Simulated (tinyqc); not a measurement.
Inputs raised by 10 %, one at a time: longitudinal sound in a periodic multilayer: transfer matrices, stop bands and folded phonons. Computed by tinyqc, a small Python program. Command: `OMP_NUM_THREADS=1 python tinyqc.py 3012355 3012356 out.jsonl multilayer sens`. One thread of a shared host (Intel(R) Xeon(R) Processor @ 2.30GHz), about 0.01 s of CPU time with the checks.

Layers 1 and 2 repeat with period d = d_1 + d_2; waves travel normal to the layers, without loss. State vector (u, s): displacement u and stress divided by omega. Impedances Z = rho v are in 1e6 kg/(m^2 s).

Inputs (values chosen for the exercise, modelled on silica (layer 1), platinum (layer 2) and silica (substrate)):

| quantity | value | unit |
|---|---|---|
| density rho_1 | 2.17 | g/cm^3 |
| velocity v_1 | 6080 | m/s |
| thickness d_1 | 227 | nm |
| density rho_2 | 21.6 | g/cm^3 |
| velocity v_2 | 4010 | m/s |
| thickness d_2 | 155 | nm |
| substrate density | 2.2 | g/cm^3 |
| substrate velocity | 5920 | m/s |
| periods N | 12 | - |

Method:
- Z = rho v; interface reflection r = (Z_2 - Z_1)/(Z_2 + Z_1) (stress amplitude, from 1 into 2); Bragg frequency f_B = 1/[2 (d_1/v_1 + d_2/v_2)]; long-wave velocity v_eff = d/sqrt[(d_1/v_1)^2 + (d_2/v_2)^2 + (Z_1/Z_2 + Z_2/Z_1)(d_1/v_1)(d_2/v_2)].
- A layer maps (u, s) by [[cos p, sin p/Z], [-Z sin p, cos p]], p = 2 pi f d_i/v_i; one period is M = M_2 M_1, and cos(q d) = trace(M)/2.
- For N periods A = M^N. A wave comes from a thick layer of material 1 and leaves into the substrate (Z_s): transmitted power T = 4 Z_1 Z_s/|Z_1 A_22 + Z_s A_11 - i (Z_1 Z_s A_12 - A_21)|^2, reflected power R = 1 - T.
- Gap m contains m f_B; its edges, where trace(M)/2 = (-1)^m, are found by root search. Weak-contrast estimate of the width: (4 f_B/pi) |r sin(m pi a)|, a = (d_1/v_1)/(d_1/v_1 + d_2/v_2).

Runs:

| input moved | from | to | Bragg frequency f_B (GHz) | width/f_B (%) | transmitted power at f_B | lower edge (GHz) |
|---|---|---|---|---|---|---|
| base run | - | - | 6.580 | 105.2 | 9.735e-20 | 3.118 |
| density rho_1 (g/cm^3) | 2.17 | 2.387 | 6.580 | 101.0 | 8.713e-19 | 3.255 |
| velocity v_1 (m/s) | 6080 | 6688 | 6.888 | 100.2 | 1.023e-18 | 3.413 |
| thickness d_1 (nm) | 227 | 249.7 | 6.272 | 105.0 | 9.992e-20 | 2.973 |
| density rho_2 (g/cm^3) | 21.6 | 23.76 | 6.580 | 109.2 | 9.887e-21 | 2.985 |
| velocity v_2 (m/s) | 4010 | 4411 | 6.899 | 109.1 | 1.016e-20 | 3.130 |
| thickness d_2 (nm) | 155 | 170.5 | 6.261 | 104.3 | 1.148e-19 | 2.972 |
| substrate density (g/cm^3) | 2.2 | 2.42 | 6.580 | 105.2 | 1.071e-19 | 3.118 |

Exponents ln(y'/y) / ln(x'/x):

| input | Bragg frequency f_B | width/f_B | transmitted power at f_B | lower edge |
|---|---|---|---|---|
| density rho_1 | 0.000 | -0.425 | 22.996 | 0.453 |
| velocity v_1 | 0.479 | -0.506 | 24.679 | 0.949 |
| thickness d_1 | -0.503 | -0.013 | 0.274 | -0.501 |
| density rho_2 | 0.000 | 0.395 | -23.996 | -0.457 |
| velocity v_2 | 0.497 | 0.381 | -23.715 | 0.043 |
| thickness d_2 | -0.521 | -0.084 | 1.734 | -0.504 |
| substrate density | 0.000 | 0.000 | 1.000 | 0.000 |

Which inputs matter most for each result?

Among the inputs moved here: Bragg frequency f_B answers most in size to thickness d_2 (exponent -0.521), next to thickness d_1 (-0.503); its exponent is below 0.0005 for density rho_1, density rho_2, substrate density. Its exponent 0.000 in density rho_1: f_B depends on transit times alone. Its exponent 0.000 in density rho_2: f_B depends on transit times alone. width/f_B answers most in size to velocity v_1 (exponent -0.506), next to density rho_1 (-0.425); its exponent is below 0.0005 for substrate density. Its exponent 0.000 in substrate density: the bands belong to the infinite stack. Transmitted power at f_B answers most in size to velocity v_1 (exponent +24.679), next to density rho_2 (-23.996). Lower edge answers most in size to velocity v_1 (exponent +0.949), next to thickness d_2 (-0.504); its exponent is below 0.0005 for substrate density.

Caution (all rows): so small a transmitted power at f_B holds only for perfect layers and strictly normal incidence.
